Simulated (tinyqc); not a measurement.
Inside a calculation. Model: Schottky barrier with interface states (Cowley-Sze model), image lowering and contact resistance. Computed by tinyqc, a small Python program that keeps every step. Command: `OMP_NUM_THREADS=1 python tinyqc.py 3012895 3012896 out.jsonl pinning walk`. One thread of a shared host (Intel(R) Xeon(R) Processor @ 2.30GHz), about 0.01 s of CPU time with the checks. Intermediate numbers are printed to about 6 digits and carried at full precision; extremes and crossings named in words are read from the listed rows.

An n-type semiconductor under a metal. The barrier lies between the Schottky-Mott limit phi_M - chi and the Bardeen limit E_g - E_n, E_n being the neutrality level of the interface states; the space-charge term of the full Cowley-Sze expression is left out.

Inputs (values chosen for the exercise, with gap, mass and screening modelled on ZnSe):
```
quantity                                       value   unit
gap E_g                                         2.75     eV
electron affinity chi                           3.97     eV
metal work function phi_M                       4.44     eV
neutrality level E_n above the valence band     1.95     eV
optical dielectric constant eps_opt             5.85      -
dielectric constant eps_s                       8.75      -
electron mass m_e                              0.151    m_0
valleys M_c                                        1      -
donor density N                              1.3e+17  cm^-3
temperature T                                    300      K
reverse bias V_r                                   2      V
```

Pinning factor from: Moench relation.

Constants: k_B = 8.617333262e-05 eV/K; m_0 = 9.1093837015e-31 kg; k_B = 1.380649e-23 J/K; h = 6.62607015e-34 J s; eps_0 = 8.8541878128e-12 F/m; e = 1.602176634e-19 C; hbar = 1.054571817e-34 J s.

## Pinning factor and barrier

S = 1/(1 + 0.1 (eps_opt - 1)^2), an empirical relation for metal-induced gap states. phi_B = S (phi_M - chi) + (1 - S)(E_g - E_n); the hole barrier is E_g - phi_B.

pinning factor S = 0.298307

Schottky-Mott barrier = 0.47 eV

Bardeen barrier = 0.8 eV

barrier phi_B = 0.701559 eV

hole barrier = 2.04844 eV

The contact is partly pinned.

## Depletion layer and image lowering under reverse bias

N_c = 2 M_c (2 pi m_e k_B T/h^2)^(3/2); xi = E_c - E_F solves N = N_c F_1/2(-xi/k_B T) (bisection; full ionisation). F_1/2(eta) = (2/sqrt(pi)) int_0^infinity sqrt(x)/(1 + exp(x - eta)) dx, by the trapezoid rule in t = sqrt(x) with step 0.02 up to t = 12 (for eta < -12 by exp(eta) - exp(2 eta)/2^(3/2)). V_bi = phi_B - xi; W = sqrt(2 eps_s eps_0 (V_bi + V_r - k_B T/e)/(e N)); field at the metal E_m = e N W/(eps_s eps_0); image lowering sqrt(e E_m/(4 pi eps_s eps_0)).

N_c = 1.47244e+18 cm^-3

xi = 0.0619405 eV

built-in voltage V_bi = 0.639618 V

depletion width W = 139.444 nm

field E_m = 374884 V/cm

image lowering = 0.0785453 eV

## Thermionic current

A* = 4 pi e m_e M_c k_B^2/h^3 (a simple valley count); J_s = A* T^2 exp(-phi/k_B T). J_0 uses phi_B; the reverse current uses phi_B less the image lowering, times 1 - exp(-V_r/k_B T).

Richardson constant A* = 18.1462 A cm^-2 K^-2

J_0 = 2.67523e-06 A/cm^2

thermionic reverse current = 5.58295e-05 A/cm^2

Image lowering raises the reverse current by a factor 20.9.

## Tunnelling scale and contact resistivity

E_00 = (e hbar/2) sqrt(N/(m_e eps_s eps_0)), E_0 = E_00 coth(E_00/k_B T); scaling form of the contact resistivity rho_c = (k_B/(e A* T)) exp(phi_B/E_0), which is the thermionic result when E_00 << k_B T and keeps only the leading exponential of tunnelling when E_00 >> k_B T; image lowering is left out of it.

E_00 = 0.00582380 eV

E_00/k_B T = 0.225275

E_0 = 0.0262878 eV

contact resistivity rho_c = 6162.12 ohm cm^2

With the usual bounds 0.5 and 5 on E_00/k_B T the regime is thermionic emission; so large a rho_c means a blocking contact.

## Choosing the metal

The formulas are those given above.

Against work function:
```
phi_M (eV)  Schottky-Mott (eV)  phi_B (eV)  J_0 (A/cm^2)  rho_c (ohm cm^2)
3.97                      0.00     0.56135   6.06303e-04       2.97476e+01
4.20                      0.23     0.62996   4.26660e-05       4.04529e+02
4.43                      0.46     0.69858   3.00244e-06       5.50108e+03
4.66                      0.69     0.76719   2.11284e-07       7.48076e+04
4.88                      0.91     0.83281   1.66867e-08       9.08158e+05
5.11                      1.14     0.90142   1.17426e-09       1.23498e+07
5.34                      1.37     0.97004   8.26334e-11       1.67941e+08
5.57                      1.60     1.03865   5.81497e-12       2.28378e+09
```

A span of 1.60 eV in work function moves the barrier by 0.477 eV (slope S = 0.298) and rho_c by 7.9 decades. The barrier equals its Schottky-Mott value only at phi_M = chi + E_g - E_n = 4.77 eV, where the interface states are neutral.

## Doping the contact

Regimes: thermionic below E_00/k_B T = 0.5, field emission above 5.

Against doping:
```
N (cm^-3)  1e10/sqrt(N)   E_00/k_B T  rho_c (ohm cm^2)                     regime
1.00e+16    1.00000e+02  6.24799e-02       9.32871e+03        thermionic emission
1.00e+17    3.16228e+01  1.97579e-01       6.82544e+03        thermionic emission
1.00e+18    1.00000e+01  6.24799e-01       4.55332e+02  thermionic-field emission
3.00e+18    5.77350e+00  1.08218e+00       7.02601e+00  thermionic-field emission
1.00e+19    3.16228e+00  1.97579e+00       8.69935e-03  thermionic-field emission
3.00e+19    1.82574e+00  3.42217e+00       4.32568e-05  thermionic-field emission
1.00e+20    1.00000e+00  6.24799e+00       1.21833e-06             field emission
3.00e+20    5.77350e-01  1.08218e+01       1.94325e-07             field emission
1.00e+21    3.16228e-01  1.97579e+01       6.25131e-08             field emission
```

Over the thermionic rows rho_c changes by a factor 1.4 only, and then it falls fast, by 11.2 decades in all; in field emission ln rho_c is linear in 1/sqrt(N). It passes below 1e-7 ohm cm^2 at N = 1e21 cm^-3 of those listed.

Checks made by the program: charge in the layer against the field (relative difference below 1e-10).
